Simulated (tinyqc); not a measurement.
# Deep trap from a strong local potential in a two-band host (Koster-Slater model with semi-elliptic bands), step by step

A worked calculation. Computed by tinyqc, a small Python program that keeps every step. Command: `OMP_NUM_THREADS=1 python tinyqc.py 3011144 3011145 out.jsonl deeptrap walk`. One thread of a shared host (Intel(R) Xeon(R) Processor @ 2.30GHz), about 0.03 s of CPU time with the checks. Intermediate numbers are printed to about 7 digits and carried at full precision; extremes and crossings named in words are read from the listed rows.

The valence band spans -2 W_v to 0 and the conduction band E_g to E_g + 2 W_c. The orbital at the impurity site has weight f_v in the valence band and 1 - f_v in the conduction band, each spread as a semi-ellipse (2/(pi W^2)) sqrt(W^2 - x^2) about the band centre. The impurity adds U to this orbital. Spin is left out.

Inputs (values chosen for the exercise, with a gap close to that of beta-Ga2O3):
```
quantity                                value  unit
gap E_g                                  4.83    eV
half-width of the valence band W_v        3.8    eV
half-width of the conduction band W_c     4.1    eV
valence weight f_v of the site orbital   0.59     -
impurity potential U                    -9.93    eV
levels per band n                           2     -
trial energy E                           1.63    eV
```

Impurity: attractive, donor-like.

## Green function at the trial energy

In the gap G(E) = f_v (2/W_v^2)[x - sqrt(x^2 - W_v^2)] - (1 - f_v)(2/W_c^2)[y - sqrt(y^2 - W_c^2)], x = E + W_v, y = E_g + W_c - E. The potential that would put a level at E is U = 1/G(E).

valence part = 0.1267621 1/eV

conduction part = -0.06146988 1/eV

G(E) = 0.06529223 1/eV

potential needed = 15.31576 eV

## Thresholds and the vacancy level

G falls across the gap from G(0) to G(E_g). A repulsive U binds if U > 1/G(0), an attractive one if U < 1/G(E_g); the vacancy level (U infinite) solves G(E) = 0 (bisection).

G(0) = 0.2618996 1/eV

G(E_g) = -0.1279537 1/eV

repulsive threshold = 3.818257 eV

attractive threshold = -7.815329 eV

vacancy level = 3.396936 eV

## The trap level

The trap level solves G(E) = 1/U (bisection). With D = -dG/dE = D_v + D_c, D_v = f_v (2/W_v^2)[x/sqrt(x^2 - W_v^2) - 1] and D_c = (1 - f_v)(2/W_c^2)[y/sqrt(y^2 - W_c^2) - 1], the weight on the impurity orbital is 1/(U^2 D) and the conduction-band character is D_c/D.

trap level E_t = 4.787325 eV

weight on the impurity orbital = 0.03365319

conduction-band character = 0.9687823

depth below the conduction band = 0.04267524 eV

The level comes down from the conduction band and has covered 3 % of the way to the vacancy level, which it can never pass; 97 % of the state lies on host orbitals.

## The same problem as a small matrix

Each band is replaced by n levels e_k = centre + W cos(k pi/(n + 1)) with weights w_k = f (2/(n + 1)) sin^2(k pi/(n + 1)), k = 1..n (valence first); H_kl = e_k delta_kl + U sqrt(w_k w_l).

host levels e_k (eV): -1.90  -5.70  10.98  6.88

weights w_k: 0.295  0.295  0.205  0.205

H (eV), lower triangle (symmetric):
```
           1          2          3         4
1  -4.829350
2  -2.929350  -8.629350
3  -2.441952  -2.441952   8.944350
4  -2.441952  -2.441952  -2.035650  4.844350
```

## Levels of the small matrix

Diagonalise H (2n rows). The trap level, between the highest valence and the lowest conduction e_k, is number n + 1 from below for an attractive impurity and number n for a repulsive one.

levels (eV): -11.59045  -3.41004  5.32710  10.00338

trap level of the matrix = 5.327101 eV

It misses the Green-function level by +0.5398 eV. The lone level at -11.59 eV is the hyperdeep partner, which holds a large part of the impurity orbital.

## Chemical trend: level against potential

U is 1.05, 1.2, 1.5, 2, 3, 5, 10 and 30 times the threshold, rounded to three digits; the largest values are formal and only show the vacancy limit.

Trend:
```
U (eV)   E_t (eV)  weight on the impurity  conduction character  E_t - vacancy level (eV)
-8.21    4.828012              0.00971317             0.9939090                  1.431076
-9.38    4.804477              0.02842831             0.9765799                  1.407541
-11.70   4.719014              0.04181869             0.9451203                  1.322078
-15.60   4.553626              0.04078898             0.9003035                  1.156690
-23.40   4.287520              0.02764442             0.8356890                  0.890584
-39.10   3.987969              0.01295549             0.7642914                  0.591033
-78.20   3.712696              0.00379322             0.6981787                  0.315760
-234.00  3.506489              0.00046007             0.6483840                  0.109553
```

dE_t/dU equals the weight on the impurity, which peaks at 0.042 (U = -11.7 eV) and falls to 4.6e-4 in the last row, so beyond the peak each further eV of potential moves the level less. The level nears the vacancy level, 3.397 eV, as 1/U: it is 0.316 eV away at 10 times the threshold and 0.110 eV at 30 times, and the state is then host-like.

## Opening the gap, as alloying or pressure does

The conduction band is shifted rigidly; widths, weights and U stay.

Against the gap:
```
E_g (eV)  E_t (eV)  depth below E_c (eV)  conduction character
2.42          none                     -                     -
3.14      3.137628             0.0023716             0.9886197
3.86      3.844505             0.0154946             0.9763285
4.35      4.321674             0.0283262             0.9716559
4.83      4.787325             0.0426752             0.9687823
5.55      5.483901             0.0660989             0.9664691
6.28      6.189048             0.0909525             0.9656292
7.73      7.589411             0.1405889             0.9662598
```

As the conduction band moves up by 4.590 eV the level follows by 4.452 eV, a mean slope of 0.97; the local slope is the conduction character. A shallow donor would follow with slope 1 and a shallow acceptor with slope 0. For E_g = 2.42 eV there is no level in the gap: it has merged into a band.

Checks made by the program: closed form against a 4000-point quadrature of the densities of states (relative difference below 1e-10); 200 levels per band against the Green function (relative difference below 1e-10).
